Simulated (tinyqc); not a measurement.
# Worked calculation: electron mobility in a silicon inversion layer, empirical terms and Matthiessen rule

Numbers from tinyqc (`OMP_NUM_THREADS=1 python tinyqc.py 2510164 2510165 out.jsonl`; about 0.01 s on one thread of a shared Intel Xeon 2.30GHz). Printed values are rounded.

Inversion layer of sheet density Ns on a uniformly doped body. The mobility terms are empirical power laws with prefactors chosen for the exercise; adding their inverses (Matthiessen) is itself an approximation.

Values chosen for this exercise; material values close to those of silicon:
- T = 300 K (temperature)
- Eg = 1.13 eV (band gap)
- eps_r = 11.6 (relative permittivity of the semiconductor)
- Nc = 2.85e19 cm^-3 (conduction-band density of states at T)
- Nv = 2.68e19 cm^-3 (valence-band density of states at T)
- Nb = 2.1e18 cm^-3 (body doping)
- Vsb = 0 V (reverse body bias)
- eta = 0.5 (weight of the inversion charge in the effective field)
- Cox = 1.71 uF/cm^2 (gate capacitance)
- Ap = 395 cm^2/(V s) (phonon-limited mobility at 1 MV/cm and 300 K)
- As = 738 cm^2/(V s) (roughness-limited mobility at 1 MV/cm)
- gs = 2 (exponent of the roughness term)
- Ac = 3000 cm^2/(V s) (Coulomb prefactor)
- Nit = 2.6e10 cm^-2 (charge at the interface)
- Ns = 8.2e12 cm^-2 (inversion density)
- WL = 1 (ratio W/L)
- Vd = 0.05 V (drain voltage)
- I = 10 uA (measured linear current)

Constants: q = 1.602176634e-19 C, kB = 1.380649e-23 J/K, Vt = kB T/q, eps0 = 8.8541878128e-14 F/cm where lengths are in cm. Results are converted to the units shown.

## Depletion charge and effective field

ni = sqrt(Nc Nv) exp(-Eg/(2 Vt)), Eg in volts; Ndep = sqrt(2 eps0 eps_r Nb (2 Vt ln(Nb/ni) + Vsb)/q); E = q (Ndep + eta Ns)/(eps0 eps_r), in MV/cm.

ni = 8.91061e9 cm^-3
Ndep = 5.18043e12 cm^-2
E = 1.44768 MV/cm

The depletion charge gives 55.8 % of the field.

## Mobility terms and their sum

With t = T/(300 K): muC = Ac (Ns/1e12 cm^-2) t/(Nb/1e17 cm^-3 + Nit/1e11 cm^-2), muP = Ap E^(-1/3) t^(-1.75), muS = As E^(-gs); 1/mu is the sum of the inverses.

terms (cm^2/(V s)): Coulomb 1157.10, phonon 349.172, roughness 352.138
mu = 152.255 cm^2/(V s)
shares of 1/mu (%): Coulomb 13.1583, phonon 43.6045, roughness 43.2372

The phonon term limits most.

## Iteration 1: inversion density for the measured current

Ns at the start = 4.1e12 cm^-2

I = (W/L) q Ns mu Vd. E = q (Ndep + eta Ns)/(eps0 eps_r) in MV/cm. With t = T/(300 K): muC = Ac (Ns/1e12 cm^-2) t/(Nb/1e17 cm^-3 + Nit/1e11 cm^-2), muP = Ap E^(-1/3) t^(-1.75), muS = As E^(-gs); 1/mu is the sum of the inverses. Ns(new) = I/((W/L) q mu Vd).

E = 1.12789 MV/cm
mu = 164.271 cm^2/(V s)
Ns after iteration 1 = 7.59903e12 cm^-2

## Iteration 2: inversion density for the measured current

As before.

E = 1.40080 MV/cm
mu = 155.663 cm^2/(V s)
Ns after iteration 2 = 8.01924e12 cm^-2

## Course of the iteration: inversion density for the measured current

Stop when Ns changes by less than 1e5 cm^-2, or after 120 iterations.

Course of the iteration:
```
iteration  Ns (cm^-2)  |change| (cm^-2)
1          7.59903e12           3.50e12
2          8.01924e12           4.20e11
3          8.14273e12           1.23e11
4          8.18083e12           3.81e10
5          8.19274e12           1.19e10
6          8.19648e12            3.74e9
7          8.19766e12            1.18e9
8          8.19803e12            3.70e8
9          8.19815e12            1.16e8
10         8.19818e12            3.66e7
11         8.19819e12            1.15e7
12         8.19820e12            3.62e6
13         8.19820e12            1.14e6
14         8.19820e12            3.58e5
15         8.19820e12            1.13e5
16         8.19820e12            3.54e4
```

Converged in 16 iterations. At the end each change is about 0.31 times the one before: linear convergence.

## Split C-V extraction

```
point  Vg (V)  Cgc (uF/cm^2)      I (uA)
0         0.3     0.00118833  7.35592e-8
1         0.4      0.0215200  2.43649e-5
2         0.5       0.323799  0.00647890
3         0.6        1.38620    0.326137
4         0.7        1.68848     1.59419
5         0.8        1.70881     3.23878
6         0.9        1.70994     4.86745
7           1        1.71000     6.36139
8         1.1        1.71000     7.68692
9         1.2        1.71000     8.84171
10        1.3        1.71000     9.83587
11        1.4        1.71000     10.6841
12        1.5           1.71     11.4024
```

Q(Vg) is the trapezoid sum of Cgc from the first point (where Q is taken as 0); mu_eff = I/((W/L) Q Vd); mu_FE = (dI/dVg)/((W/L) Cox Vd) with a backward difference. Listed from point 4 on.

```
point  Q (uC/cm^2)  mu_eff (cm^2/(V s))  mu_FE (cm^2/(V s))
4         0.257635              123.755             148.310
5           0.4275              151.522             192.350
6         0.598437              162.672             190.487
7         0.769434              165.352             174.730
8         0.940434              163.476             155.033
9          1.11143              159.105             135.063
10         1.28243              153.394             116.276
11         1.45343              147.019             99.2124
12         1.62443              140.386             84.0014
```

At the last point mu_FE is 40 % below mu_eff: where the mobility falls with gate voltage the slope of I understates it.
